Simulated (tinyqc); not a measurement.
MOSFET in saturation, small-signal circuit and noise: gains against frequency.

Bias by the inversion coefficient IC = I/Ispec (charge-based model with velocity saturation; weak inversion below 0.1, strong above 10). Common-source circuit: gm, gds, Cgs, Cgd and Cj at the inner nodes, Rg in series with the gate; quasi-static, no source or drain resistance, no gate-body capacitance, no substrate network, no induced gate noise, so fmax is an upper estimate.

Ispec = 2 n mu Cox (W/L) Vt^2, lc = Ls/L, gms = [sqrt((lc IC + 1)^2 + 4 IC) - 1]/[2 + lc (lc IC + 1)], gm = gms Ispec/(n Vt), gds = sg gm. qs = [sqrt(1 + 4 IC) - 1]/2, Cgs = Cox W L qs (2 qs + 3)/(3 (qs + 1)^2) + Cov W, Cgd = Cov W, Cd = Cj W, Rg = Rsh (Wf/L)/(12 Nf) + Rc/W with Nf = W/Wf fingers (not rounded) contacted at both ends. fT = gm/(2 pi (Cgs + Cgd)), fmax = fT/(2 sqrt(Rg (gds + 2 pi fT Cgd))). Inner admittances at w = 2 pi f: y11 = i w (Cgs + Cgd), y12 = -i w Cgd, y21 = gm - i w Cgd, y22 = gds + i w (Cgd + Cd). Invert to Z, add Rg to Z11 and invert back to Y. |h21| = |Y21/Y11|; U = |Y21 - Y12|^2/(4 [Re Y11 Re Y22 - Re Y12 Re Y21]). MSG = |Y21/Y12|; stability factor k = [2 Re Y11 Re Y22 - Re(Y12 Y21)]/|Y12 Y21|.

Parameters, values chosen for the exercise:
```
symbol,value,unit,meaning
T,300,K,temperature
L,65,nm,gate length
W,5,um,total gate width
Cox,1.19,uF/cm^2,gate capacitance
mu,140,cm^2/(V s),mobility
n,1.24,,slope factor
Ls,10,nm,velocity-saturation length
sg,0.057,,ratio gds/gm
Cov,0.43,fF/um,overlap and fringe capacitance per side
Cj,0.89,fF/um,drain junction capacitance
Rsh,8,ohm,sheet resistance of the gate
Wf,0.5,um,finger width
Rc,50,ohm um,gate contact and vertical resistance
IC,0.29,,inversion coefficient
```

Constants: q = 1.602176634e-19 C, kB = 1.380649e-23 J/K, Vt = kB T/q. Results are converted to the units shown.

The same in every row: f sqrt(U) (GHz) = 87.24.

Results:
```
f (GHz)  |h21| (dB)  U (dB)  MSG (dB)         k
0.049         39.99   65.01     23.65  0.004350
0.092         34.52   59.54     20.92  0.008167
0.17          29.19   54.21     18.25   0.01509
0.32          23.70   48.71     15.50   0.02840
1.1           13.01   37.99     10.16   0.09720
2.1           7.498   32.37     7.404    0.1833
3.9           2.459   26.99     4.885    0.3275
```

Estimate the missing row, f = 0.6 GHz.

Computed row:
```
f (GHz)  |h21| (dB)  U (dB)  MSG (dB)        k
0.6           18.25   43.25     12.78  0.05319
```

With this row back in the table: Over the table |h21| falls by 19.7 dB a decade, U by 20.0 and MSG by 9.87. The product f sqrt(U) stays at 87.2 GHz, against fmax = 87.2 GHz from the formula. k stays below one in all rows, so the device is only conditionally stable. In every row fmax exceeds 4 fT, where channel resistance and substrate losses, left out here, would cap it.

Computed by the program tinyqc: `OMP_NUM_THREADS=1 python tinyqc.py 2150114 2150115 out.jsonl`, one thread of a shared Intel Xeon 2.30GHz, about 0.01 s for the whole run.
